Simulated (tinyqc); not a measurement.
Inside a calculation: Gamma, L and X subbands of a thin body with non-parabolic valleys. Values are carried at full precision from step to step, so a last printed digit may differ when a step is redone from the rounded ones.

Hard walls, flat band, c = hbar^2/2m0, energies from the bulk Gamma edge. For a valley at angle theta to the normal 1/m_z = cos^2/ml + sin^2/mt and m_d = sqrt(ml mt^2/m_z). Subband n starts at E_v + e with e (1 + a e) = c (n pi/t)^2/m_z, and its density-of-states mass is taken as m_d (1 + 2 a e), without further growth at higher in-plane energy. Groups are named by valley and degeneracy.

Constants: hbar^2/2m0 = 3.80998211 eV angstrom^2; kB = 8.617333262e-05 eV/K.

Inputs chosen for the exercise (near those of a thin GaAs channel; not measured data): face = 100 (surface); mG = 0.0668 m0 (Gamma mass); aG = 0.57 1/eV (Gamma non-parabolicity); EL = 0.255 eV (L edge above Gamma); mL = (1.936, 0.075) m0 (L valleys (four, along <111>): ml, mt); EX = 0.488 eV (X edge above Gamma); mX = (1.278, 0.23) m0 (X valleys (three, along <100>): ml, mt); aS = 0.66 1/eV (non-parabolicity of L and X); t = 74 angstrom (body thickness); Ns = 3.7 x 1e12/cm^2 (sheet density); T = 300 K (temperature); eot = 8 angstrom (equivalent oxide thickness).

## Valley groups

List degeneracy, edge, m_z, m_d and a.

Groups:
```
group  g  E_v (eV)     m_z     m_d  a (1/eV)
G1     1     0.000  0.0668  0.0668      0.57
L4     4     0.255  0.1104  0.3141      0.66
X1     1     0.488  1.2780  0.2300      0.66
X2     2     0.488  0.2300  0.5422      0.66
```

## Subband edges

n = 1 to 8 for each group; list the ten lowest.

Subbands:
```
subband  g  E (eV)  DOS mass
G1 n=1   1  0.0974    0.0742
L4 n=1   4  0.3149    0.3389
G1 n=2   1  0.3438    0.0930
L4 n=2   4  0.4726    0.4044
X1 n=1   1  0.4934    0.2316
X1 n=2   1  0.5092    0.2364
X2 n=1   2  0.5173    0.5631
X1 n=3   1  0.5349    0.2442
X1 n=4   1  0.5696    0.2548
X2 n=2   2  0.5993    0.6218
```

The lowest subband is G1 n=1, 217 meV below L4 n=1; in the bulk the lowest valley is Gamma.

## Filling and quantum capacitance

n_i = g m/(2 pi c) kB T ln(1 + exp((EF - E_i)/kB T)), sum n_i = Ns (1e12/cm^2 = 1e-4/angstrom^2), c = hbar^2/2m0. Quantum capacitance Cq = 1602.176634 sum g m/(2 pi c) f_i in microfarad/cm^2 with f_i = 1/(1 + exp((E_i - EF)/kB T)); Cox = 34.5313/eot (one gate); C/Cox = Cq/(Cq + Cox), the centroid term left out.

Over the ten listed subbands, named by valley (G, L, X), degeneracy and number.

EF = 0.2085 eV

n_i in the order of the list (1e12/cm^2): 3.456  0.238  0.005  0.001  0.000  0.000  0.000  0.000  0.000  0.000

Cq = 6.40 microfarad/cm^2
Cox = 4.316 microfarad/cm^2
C/Cox = 0.597

EF lies 111 meV above the lowest edge; Gamma holds 94 % of the electrons. The low density of states costs 40 % of the gate capacitance.

## Checks

- Cq against the slope dNs/dEF by finite differences, microfarad/cm^2: both 6.40.

Program tinyqc; command `OMP_NUM_THREADS=1 python tinyqc.py 1281101 1281102 out.jsonl`; about 0.03 s on one thread of a shared Intel(R) Xeon(R) Processor @ 2.30GHz.
